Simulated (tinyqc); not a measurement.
Thermionic-field emission through a Schottky barrier, WKB: two steps of the calculation.

Metal on an n-type semiconductor with one parabolic valley; V > 0 is forward bias (metal positive). Energies E are counted from the conduction edge of the neutral semiconductor, whose Fermi level lies at -xi; that of the metal lies at -xi - V. The barrier is a parabola of height Vd = phi - xi - V (depletion approximation, no image force).

Inputs (values chosen for the exercise); band and dielectric values close to those of silicon: temperature T = 200 K; electron mass me = 0.258 m0; relative permittivity eps_r = 11.9; barrier height seen from the metal phi = 0.33 eV; donor density Nd = 9.3e17 cm^-3; bias V = 0.1 V; points of the energy grid nE = 15; upper end of the energy grid Eb = 0.33 eV.

Constants: q = 1.602176634e-19 C, kB = 1.380649e-23 J/K, hbar = 1.054571817e-34 J s, h = 6.62607015e-34 J s, m0 = 9.1093837015e-31 kg, Vt = kB T/q, eps0 = 8.8541878128e-14 F/cm where lengths are in cm. Results are converted to the units shown.

Task 1. Fermi level, barrier and E00. Nc = 2 (2 pi me m0 kB T/h^2)^1.5 (times 1e-6 for cm^-3); Nd = Nc F12(-xi/Vt), F12(x) = (2/sqrt(pi)) int_0^infinity sqrt(u)/(1 + exp(u - x)) du; E00 = (hbar/2) sqrt(Nd/(me m0 eps0 eps_r)) in SI units (volts). W = sqrt(2 eps0 eps_r Vd/(q Nd)).

Wanted: Nc; xi; Vd; W; E00; E00/Vt.

Result 1.

Nc = 1.7900e18 cm^-3
xi = 0.0081424 eV
Vd = 0.22186 V
W = 17.713 nm
E00 = 10.218 meV
E00/Vt = 0.59290

By a common rule of thumb, E00/Vt below 0.5 marks thermionic emission, 0.5 to 5 thermionic-field emission and above 5 field emission. By that rule alone: thermionic-field emission; with a high barrier, tunnelling near its top can carry most of the current even below 0.5.

Task 2. Current density on a coarse grid. For E < Vd, ln T(E) = -(Vd/E00) [sqrt(1 - y) - y ln((1 + sqrt(1 - y))/sqrt(y))], y = E/Vd; T(E) = 1 above. J = A* T (q/kB) int_0^infinity T(E) N(E) dE, N = ln[(1 + exp((-xi - E)/Vt))/(1 + exp((-xi - V - E)/Vt))], A* = 4 pi q me m0 kB^2/h^3 (times 1e-4 for A/(cm^2 K^2)). Simpson's rule on nE equally spaced points from 0 to Eb.

xi = 0.0081424140 eV
Vd = 0.22185759 V
E00 = 10.218460 meV

Find: E; T(E); N; T(E) N; J.

Result 2.

```
point,E (eV),T(E),N,T(E) N
0,0.0000,3.723e-10,0.4827,1.797e-10
1,0.0236,7.507e-8,0.1469,1.103e-8
2,0.0471,2.863e-6,0.03953,1.132e-7
3,0.0707,5.548e-5,0.01022,5.669e-7
4,0.0943,6.697e-4,0.002612,1.749e-6
5,0.1179,0.005508,6.660e-4,3.668e-6
6,0.1414,0.03228,1.697e-4,5.476e-6
7,0.1650,0.1372,4.322e-5,5.929e-6
8,0.1886,0.4197,1.101e-5,4.620e-6
9,0.2121,0.8748,2.804e-6,2.453e-6
10,0.2357,1.000,7.141e-7,7.141e-7
11,0.2593,1.000,1.819e-7,1.819e-7
12,0.2829,1.000,4.633e-8,4.633e-8
13,0.3064,1.000,1.180e-8,1.180e-8
14,0.3300,1.000,3.005e-9,3.005e-9
```

J = 43.38 A/cm^2

The integrand peaks at E = 0.165 eV among these points, 0.74 of the barrier height.

Range of the model: One isotropic valley is assumed; bands with several valleys have a larger Richardson constant and Nc. The depletion approximation, a parabolic band and the neglect of image-force lowering make these currents estimates at high doping.

Program tinyqc, `OMP_NUM_THREADS=1 python tinyqc.py 2640042 2640043 out.jsonl`; Intel Xeon 2.30GHz, shared host, one thread, about 0.04 s.
